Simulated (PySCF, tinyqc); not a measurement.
Inside a calculation. Method: FCI on RHF in the sto-6g basis, frozen core, for B+, spin multiplicity 1. The lowest restricted solution is unstable here: a spin-polarised one lies 0.0000 hartree lower (PySCF). Computed by tinyqc, a small Python program that keeps every step (integrals from PySCF). Settings: charge = 1, multiplicity = 1, basis = sto-6g, method = RHF, frozen orbitals = 1, energy threshold = 1e-10, iteration cap = 90, orthogonalisation = symmetric, start = core, DIIS depth = 6, ci = FCI. Command: `OMP_NUM_THREADS=1 python tinyqc.py 25817 25818 out.jsonl` (the two numbers bound the seeds that draw the settings). One thread of a shared host (Intel(R) Xeon(R) Processor @ 2.60GHz), about 0.08 s of CPU time with the checks. The early iterations of the SCF are left out here.

## One-electron integrals

Geometry (angstrom):
```
atom        x        y        z
B     0.00000  0.00000  0.00000
```

Basis sto-6g: exponents (1/bohr^2) and contraction coefficients of normalised primitives:
```
element  l (shell)   exponent  coefficient
B            s (1)  506.01115      0.00916
B            s (1)   92.77681      0.04936
B            s (1)   25.95566      0.16854
B            s (1)    8.91645      0.37056
B            s (1)    3.46251      0.41649
B            s (1)    1.42605      0.13033
B            s (2)   23.19458     -0.01325
B            s (2)    4.59081     -0.04699
B            s (2)    1.42682     -0.03379
B            s (2)    0.54895      0.25024
B            s (2)    0.23841      0.59512
B            s (2)    0.10928      0.24071
B            p (3)   23.19458      0.00376
B            p (3)    4.59081      0.03768
B            p (3)    1.42682      0.17390
B            p (3)    0.54895      0.41804
B            p (3)    0.23841      0.42586
B            p (3)    0.10928      0.10171
```

Overlap, kinetic and nuclear-attraction integrals over the contracted functions; the nuclear repulsion is the sum of Za Zb / Rab.

nuclear repulsion = 0 hartree

overlap S:
```
          1B 1s    1B 2s   1B 2px   1B 2py   1B 2pz
1B 1s   1.00000  0.26489  0.00000  0.00000  0.00000
1B 2s   0.26489  1.00000  0.00000  0.00000  0.00000
1B 2px  0.00000  0.00000  1.00000  0.00000  0.00000
1B 2py  0.00000  0.00000  0.00000  1.00000  0.00000
1B 2pz  0.00000  0.00000  0.00000  0.00000  1.00000
```

kinetic energy T (hartree):
```
           1B 1s     1B 2s   1B 2px   1B 2py   1B 2pz
1B 1s   10.94724  -0.33388  0.00000  0.00000  0.00000
1B 2s   -0.33388   0.37450  0.00000  0.00000  0.00000
1B 2px   0.00000   0.00000  1.12503  0.00000  0.00000
1B 2py   0.00000   0.00000  0.00000  1.12503  0.00000
1B 2pz   0.00000   0.00000  0.00000  0.00000  1.12503
```

nuclear attraction V (hartree):
```
            1B 1s     1B 2s    1B 2px    1B 2py    1B 2pz
1B 1s   -23.39172  -2.74419   0.00000   0.00000   0.00000
1B 2s    -2.74419  -3.75015   0.00000   0.00000   0.00000
1B 2px    0.00000   0.00000  -3.74998   0.00000   0.00000
1B 2py    0.00000   0.00000   0.00000  -3.74998   0.00000
1B 2pz    0.00000   0.00000   0.00000   0.00000  -3.74998
```

core Hamiltonian H = T + V (hartree):
```
            1B 1s     1B 2s    1B 2px    1B 2py    1B 2pz
1B 1s   -12.44448  -3.07807   0.00000   0.00000   0.00000
1B 2s    -3.07807  -3.37565   0.00000   0.00000   0.00000
1B 2px    0.00000   0.00000  -2.62495   0.00000   0.00000
1B 2py    0.00000   0.00000   0.00000  -2.62495   0.00000
1B 2pz    0.00000   0.00000   0.00000   0.00000  -2.62495
```

## Two-electron integrals

Functions are numbered as in S; the eight-fold symmetry (ij|kl) = (ji|kl) = (kl|ij) leaves the list below.

Two-electron integrals (ij|kl) in chemists' order, unique and non-zero (hartree):
```
(11|11) 2.92499   (21|11) 0.48076   (21|21) 0.09948   (22|11) 0.74345
(22|21) 0.18897   (22|22) 0.54492   (31|31) 0.02110   (32|31) 0.03085
(32|32) 0.12044   (33|11) 0.74345   (33|21) 0.18897   (33|22) 0.54492
(33|33) 0.58711   (41|41) 0.02110   (42|41) 0.03085   (42|42) 0.12044
(43|43) 0.03164   (44|11) 0.74345   (44|21) 0.18897   (44|22) 0.54492
(44|33) 0.52383   (44|44) 0.58711   (51|51) 0.02110   (52|51) 0.03085
(52|52) 0.12044   (53|53) 0.03164   (54|54) 0.03164   (55|11) 0.74345
(55|21) 0.18897   (55|22) 0.54492   (55|33) 0.52383   (55|44) 0.52383
(55|55) 0.58711
```

## Orthogonalisation

S = U s U^T; symmetric (Loewdin) form X = U s^(-1/2) U^T, so that X^T S X = 1.

eigenvalues of S: 0.73511  1.00000  1.00000  1.00000  1.26489

X:
```
           1B 1s     1B 2s   1B 2px   1B 2py   1B 2pz
1B 1s    1.02774  -0.13860  0.00000  0.00000  0.00000
1B 2s   -0.13860   1.02774  0.00000  0.00000  0.00000
1B 2px   0.00000   0.00000  1.00000  0.00000  0.00000
1B 2py   0.00000   0.00000  0.00000  1.00000  0.00000
1B 2pz   0.00000   0.00000  0.00000  0.00000  1.00000
```

## Iteration 2 (converged): orbitals

converged F (hartree):
```
           1B 1s     1B 2s    1B 2px    1B 2py    1B 2pz
1B 1s   -8.08056  -2.23104   0.00000   0.00000   0.00000
1B 2s   -2.23104  -1.40516   0.00000   0.00000   0.00000
1B 2px   0.00000   0.00000  -0.20373   0.00000   0.00000
1B 2py   0.00000   0.00000   0.00000  -0.20373   0.00000
1B 2pz   0.00000   0.00000   0.00000   0.00000  -0.20373
```

Diagonalise F' = X^T F X, C = X C', fill 2 alpha and 2 beta electrons from the bottom; D = 2 C_occ C_occ^T. Each column has its largest component positive (the first on a tie).

F' = X^T F X (hartree):
```
          1         2         3         4         5
1  -7.92653  -1.04825   0.00000   0.00000   0.00000
2  -1.04825  -1.00384   0.00000   0.00000   0.00000
3   0.00000   0.00000  -0.20373   0.00000   0.00000
4   0.00000   0.00000   0.00000  -0.20373   0.00000
5   0.00000   0.00000   0.00000   0.00000  -0.20373
```

orbital energies (hartree): MO1 -8.08178, MO2 -0.84860, MO3 -0.20373, MO4 -0.20373, MO5 -0.20373

coefficients C:
```
            MO1       MO2      MO3      MO4      MO5
1B 1s   0.99635  -0.28767  0.00000  0.00000  0.00000
1B 2s   0.01347   1.03696  0.00000  0.00000  0.00000
1B 2px  0.00000   0.00000  1.00000  0.00000  0.00000
1B 2py  0.00000   0.00000  0.00000  1.00000  0.00000
1B 2pz  0.00000   0.00000  0.00000  0.00000  1.00000
```

D after iteration 2:
```
           1B 1s     1B 2s   1B 2px   1B 2py   1B 2pz
1B 1s    2.15092  -0.56976  0.00000  0.00000  0.00000
1B 2s   -0.56976   2.15092  0.00000  0.00000  0.00000
1B 2px   0.00000   0.00000  0.00000  0.00000  0.00000
1B 2py   0.00000   0.00000  0.00000  0.00000  0.00000
1B 2pz   0.00000   0.00000  0.00000  0.00000  0.00000
```

Within a degenerate level the vectors are fixed only up to a rotation; this is one choice.

## Convergence

Stop when the energy changes by less than 1e-10 hartree and every element of the error matrix X^T (F D S - S D F) X is below 3e-06.

Course of the cycle:
```
iteration  E (hartree)    change  largest element of the error matrix
1          -24.1905624         -                             3.64e-15
2          -24.1905624  7.11e-15                             2.83e-15
```

PySCF RHF in the same basis = -24.1905624 hartree

Converged in 2 iterations.

## Integrals over molecular orbitals

(pq|rs) = sum C_ip C_jq C_kr C_ls (ij|kl), one index at a time.

one-electron integrals over orbitals h = C^T H C (hartree):
```
           1         2         3         4         5
1  -12.43697   0.35141   0.00000   0.00000   0.00000
2    0.35141  -2.82321   0.00000   0.00000   0.00000
3    0.00000   0.00000  -2.62495   0.00000   0.00000
4    0.00000   0.00000   0.00000  -2.62495   0.00000
5    0.00000   0.00000   0.00000   0.00000  -2.62495
```

Two-electron integrals over orbitals (pq|rs), unique and non-zero (hartree); the lowest 1 orbital is frozen and left out:
```
(22|22) 0.52788   (32|32) 0.11285   (33|22) 0.53473   (33|33) 0.58711
(42|42) 0.11285   (43|43) 0.03164   (44|22) 0.53473   (44|33) 0.52383
(44|44) 0.58711   (52|52) 0.11285   (53|53) 0.03164   (54|54) 0.03164
(55|22) 0.53473   (55|33) 0.52383   (55|44) 0.52383   (55|55) 0.58711
```

## FCI: determinants and Hamiltonian

one-electron integrals dressed by the frozen orbital, h + 2 (pq|11) - (p1|1q) (hartree):
```
          2         3         4         5
2  -1.37648   0.00000   0.00000   0.00000
3   0.00000  -1.16034   0.00000   0.00000
4   0.00000   0.00000  -1.16034   0.00000
5   0.00000   0.00000   0.00000  -1.16034
```

energy of the frozen orbital, 2 h_11 + (11|11) = -21.9654865 hartree

Hartree-Fock energy = -24.1905624 hartree

Slater-Condon rules over spin orbitals, with the nuclear repulsion and the energy of the frozen orbital added and E(HF) subtracted on the diagonal. Only determinants linked to the reference directly or through others are kept (one block of an abelian symmetry group), so some states are absent.

Occupation strings over the orbitals (2 doubly, a alpha, b beta, 0 empty; spin orbitals ordered 1a 1b 2a 2b ...): 22000 20200 20020 20002

H - E(HF) between determinants (hartree):
```
         22000    20200    20020    20002
22000  0.00000  0.11285  0.11285  0.11285
20200  0.11285  0.49150  0.03164  0.03164
20020  0.11285  0.03164  0.49150  0.03164
20002  0.11285  0.03164  0.03164  0.49150
```

## FCI: roots

Diagonalise (each vector has its largest component positive (the first on a tie)); all determinants have Ms = 0, so triplets appear too. The lowest singlet root is the correlation energy.

lowest roots of this matrix, relative to E(HF) (hartree): -0.06195  0.45986  0.45986  0.61673

lowest vectors:
```
         root 1    root 2    root 3   root 4
22000   0.95327   0.00000   0.00000  0.30212
20200  -0.17443   0.00000   0.81650  0.55037
20020  -0.17443   0.70711  -0.40825  0.55037
20002  -0.17443  -0.70711  -0.40825  0.55037
```

<S^2> of these roots: 0.00000  0.00000  0.00000  0.00000

weight of the ground state by excitation level 0, 1, 2, ...: 0.90872  0.00000  0.09128

Within a degenerate level the vectors are fixed only up to a rotation; this is one choice.
